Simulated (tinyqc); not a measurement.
# Pillar capacitor in an array: capacitance, non-linearity, leakage and relaxation: what changes with what

A film between two metal electrodes, each interface adding a series capacitance ci. The small-signal permittivity is ek (1 + aq E^2); the field is found with the linear permittivity. Leakage J = J0 sinh(E/Ef). After a voltage step the film passes a relaxation current kr C V tt^(-nr), tt being the time in seconds. The sidewall is a coaxial capacitor with radii a = dm/2 and b = dm/2 + t, depth AR dm; the end face is left out.

Inputs (values chosen for the exercise); permittivity of the order of that of titanium dioxide: relative permittivity of the film ek = 82.9; film thickness t = 5.7 nm; capacitance of each electrode interface (dead layer and screening) ci = 50 uF/cm^2; quadratic field coefficient of the permittivity aq = 0.011 cm^2/MV^2; bias V = 1.8 V; exponent of the relaxation current nr = 0.933; strength of the relaxation kr = 0.0015; leakage prefactor J0 = 2.1e-11 A/cm^2; field for an e-fold rise of the leakage Ef = 0.26 MV/cm; aspect ratio, depth over diameter AR = 20; pitch of the square array pt = 130 nm; resistivity of the inner electrode rho = 1300 uohm cm; duration of the write pulse t0 = 1e-8 s.

Constants: eps0 = 8.8541878128e-14 F/cm where lengths are in cm. Results are converted to the units shown.

Each table varies one quantity; the others keep the values above.

## Capacitance, non-linearity and leakage against thickness

Planar film: Cf = eps0 ek/t, 1/C = 1/Cf + 2/ci, EOT = 3.9 eps0/C, effective permittivity C t/eps0, E = (V/t) C/Cf; quadratic coefficient [C(V)/C - 1]/V^2 with Cf (1 + aq E^2) in C(V).

Results:
```
t (nm)  C (uF/cm^2)  EOT (nm)  effective permittivity  E (MV/cm)  quadratic coefficient (ppm/V^2)  J (A/cm^2)
6.8          7.5391   0.45803                  57.900     1.8488                           8014.1   1.2863e-8
9            6.1495   0.56153                  62.508     1.5080                           5786.1   3.4686e-9
12           4.9144   0.70266                  66.604     1.2051                           3949.2   1.0818e-9
20           3.2003    1.0790                  72.288    0.78479                           1821.8  2.1431e-10
27           2.4519    1.4083                  74.769    0.60128                           1106.6  1.0502e-10
35           1.9349    1.7847                  76.484    0.47448                           705.05  6.3432e-11
46           1.4999    2.3022                  77.926    0.36783                           431.74  4.0660e-11
60           1.1663    2.9608                  79.033    0.28600                           264.74  2.8049e-11
```

Estimate the missing row, t = 15 nm.

Computed row:
```
t (nm)  C (uF/cm^2)  EOT (nm)  effective permittivity  E (MV/cm)  quadratic coefficient (ppm/V^2)  J (A/cm^2)
15           4.0924   0.84379                  69.330     1.0036                           2854.4  4.9810e-10
```

With this row back in the table: C falls from 7.54 to 1.17 uF/cm^2 while the effective permittivity goes from 57.9 to 79.0 (ek = 82.9). EOT is a straight line in t with slope 3.9/ek = 0.0470 and intercept 0.138 nm. The quadratic coefficient goes as t^(-1.16) between the first two rows and t^(-1.84) between the last two (-2 without interfaces), and J falls by 2.66 decades.

## Cell against the diameter of the pillar

Per length 1/c = ln(b/a)/(2 pi eps0 ek) + (1/a + 1/b)/(2 pi ci); cell capacitance c AR dm; per footprint over pt^2; fields c V/(2 pi eps0 ek r) at r = a and b; resistance of the inner electrode rho AR dm/(pi a^2); time constant R C/3 of the distributed line. The pitch is scaled as pt dm/(59 nm).

Results:
```
dm (nm)  cell capacitance (fF)  per footprint (uF/cm^2)  field at a (MV/cm)  field at b (MV/cm)  R (kohm)  R C/3 (ps)
15                       1.586                    145.2               2.751               1.563     22.07       11.67
20                       2.668                    137.4               2.603               1.658     16.55       14.72
27                       4.634                    130.9               2.481               1.744     12.26       18.94
36                       7.933                    126.1               2.389               1.814     9.196       24.31
48                       13.68                    122.3               2.317               1.872     6.897       31.44
85                       41.08                    117.1               2.219               1.957     3.895       53.33
110                      67.87                    115.5               2.189               1.984     3.009       68.09
```

Estimate the missing row, dm = 64 nm.

Computed row:
```
dm (nm)  cell capacitance (fF)  per footprint (uF/cm^2)  field at a (MV/cm)  field at b (MV/cm)  R (kohm)  R C/3 (ps)
64                       23.73                    119.3               2.261               1.919     5.173       40.92
```

With this row back in the table: As dm goes from 15 to 110, the cell capacitance rises from 1.59 to 67.9 fF, the capacitance per footprint falls from 145 to 116 uF/cm^2, the ratio of the two fields falls from 1.76 to 1.10 and R C/3 rises from 11.7 to 68.1 ps; the time constant goes as dm^(0.81) between the first two rows and dm^(0.95) between the last two.

## Charge lost after writing

Planar film: Cf = eps0 ek/t, 1/C = 1/Cf + 2/ci, EOT = 3.9 eps0/C, effective permittivity C t/eps0, E = (V/t) C/Cf. A capacitor written for t0 and then left open loses, as a share of C V, kr (tt^(1 - nr) - t0^(1 - nr))/(1 - nr) by relaxation and J tt/(C V) by leakage; both are taken as small, and rows far outside that range are left out.

The same in every row: leakage current (nA/cm^2) = 31.82.

Results:
```
tt (s)  relaxation current (nA/cm^2)  loss by relaxation (%)  loss by leakage (%)  total loss (%)
1e-6                         9.094e6                  0.2355             2.080e-7          0.2355
1e-5                         1.061e6                  0.3835             2.080e-6          0.3835
0.0001                       1.238e5                  0.5562             2.080e-5          0.5562
0.01                            1686                  0.9928             0.002080          0.9949
0.1                            196.7                   1.267              0.02080           1.288
1                              22.95                   1.587               0.2080           1.795
10                             2.678                   1.961                2.080           4.041
```

Estimate the missing row, tt = 0.001 s.

Computed row:
```
tt (s)  relaxation current (nA/cm^2)  loss by relaxation (%)  loss by leakage (%)  total loss (%)
0.001                        1.445e4                  0.7577             2.080e-4          0.7579
```

With this row back in the table: The two currents are equal at tt = 0.704 s. The loss by relaxation grows from 0.236 to 1.96 %, by 0.148 points over the first decade and 0.373 over the last, while the loss by leakage grows tenfold a decade. Leakage is the larger loss for tt = 10 s. For tt = 10 the falling voltage would already cut the leakage, so the linear estimate overstates the loss.

tinyqc, about 0.01 s, one thread, Intel Xeon 2.30GHz (shared host): `OMP_NUM_THREADS=1 python tinyqc.py 2102066 2102067 out.jsonl`
